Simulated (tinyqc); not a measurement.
Worked calculation: CIS on RHF in the sto-3g basis, for H3-, spin multiplicity 1. The basis has no diffuse functions, so it cannot describe the extra electron: this is an exercise in the method, not the real anion. One step of it, computed by the program tinyqc.

Task: Iteration 1: diagonalisation and new density. Diagonalise F' = X^T F X, C = X C', fill 2 alpha and 2 beta electrons from the bottom; D = 2 C_occ C_occ^T. Each column has its largest component positive (the first on a tie).

Fock matrix F (hartree), lower triangle:
```
,1H 1s,2H 1s,3H 1s
1H 1s,-0.035819
2H 1s,-0.318007,0.089195
3H 1s,-0.318007,-0.227953,0.089195
```

X, lower triangle:
```
,1H 1s,2H 1s,3H 1s
1H 1s,1.397021
2H 1s,-0.426738,1.184328
3H 1s,-0.426738,0.077766,1.184328
```

Give: F' = X^T F X; orbital energies; coefficients C; D after iteration 1.

Result:

F' = X^T F X (hartree), lower triangle:
```
,1,2,3
1,0.638
2,-0.580,0.420
3,-0.580,0.031,0.420
```

orbital energies (hartree): MO1 -0.282, MO2 0.388, MO3 1.371

coefficients C:
```
,MO1,MO2,MO3
1H 1s,0.480,0.000,1.444
2H 1s,0.382,0.782,-0.913
3H 1s,0.382,-0.782,-0.913
```

D after iteration 1, lower triangle:
```
,1H 1s,2H 1s,3H 1s
1H 1s,0.461
2H 1s,0.366,1.516
3H 1s,0.366,-0.933,1.516
```
